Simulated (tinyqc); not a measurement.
# Worked calculation: bandgap voltage reference from two bipolar transistors

Computed by the program tinyqc: `OMP_NUM_THREADS=1 python tinyqc.py 2062149 2062150 out.jsonl`, one thread of a shared Intel Xeon 2.30GHz, about 0.02 s for the whole run. Printed values are rounded.

Two transistors of area 1 and N carry the same current I. Is(T) = Is (T/T0)^eta exp[(Vg0 q/kB)(1/T0 - 1/T)], VBE1 = Vt ln(I/Is(T)) + I rb, VBE2 = Vt ln(I/(N Is(T))) + I rb/N. The amplifier forces I R1(T) = VBE1 - VBE2 + Vos, with R(T) = R (1 + tc (T - T0)) for both resistors, and the output is Vref = VBE1 + I R2(T). Base currents and the Early effect are neglected.

Values chosen for this exercise; values of the order met in silicon bipolar transistors:
- T0 = 300 K (reference temperature)
- Vg0 = 1.191 V (band-gap voltage extrapolated to 0 K)
- eta = 3.3 (temperature exponent of the saturation current)
- Is = 9e-17 A (saturation current of the unit transistor at T0)
- N = 4 (area ratio of the second transistor)
- R1 = 5 kohm (resistor across which the difference of VBE falls, at T0)
- tc = 500 ppm/K (temperature coefficient of both resistors)
- Vos = 0 mV (offset of the amplifier)
- rb = 77 ohm (series resistance of the unit transistor)
- R2 = 86.04 kohm (output resistor at T0)
- T = 233 K (temperature)

Constants: q = 1.602176634e-19 C, kB = 1.380649e-23 J/K. Results are converted to the units shown.

## Operating point at the reference temperature

Vt = kB T/q; I = (Vt ln N + Vos)/(R1(T) - rb (1 - 1/N)). Evaluate at T = T0.

Vt = 0.0258520 V
I = 7.25145 uA
Is(T) = 9e-17 A
VBE1 = 0.649764 V
I R2 = 0.623915 V
Vref = 1.27368 V

## Operating point at another temperature

Vt = kB T/q; I = (Vt ln N + Vos)/(R1(T) - rb (1 - 1/N)).

Vt = 0.0200784 V
I = 5.82953 uA
Is(T) = 6.89710e-23 A
VBE1 = 0.783020 V
I R2 = 0.484770 V
Vref = 1.26779 V

From T0 to T, VBE1 changes by 133 mV and I R2 by -139 mV, which leaves -5.89 mV in Vref.

## Resistor for zero slope at T0, ideal case

With tc = 0, Vos = 0 and rb = 0 the current is proportional to T, dVBE/dT = (VBE - Vg0 - (eta - 1) Vt)/T, and Vref has zero slope at T0 when Vref = Vg0 + (eta - 1) Vt0. Find VBE1, its slope, that Vref, R2/R1 and the curvature d2Vref/dT2 = -(eta - 1) kB/(q T0).

VBE1 = 0.648906 V
dVBE/dT = -2.00518 mV/K
Vref = 1.25046 V
R2/R1 = 16.7851
curvature = -0.660662 uV/K^2
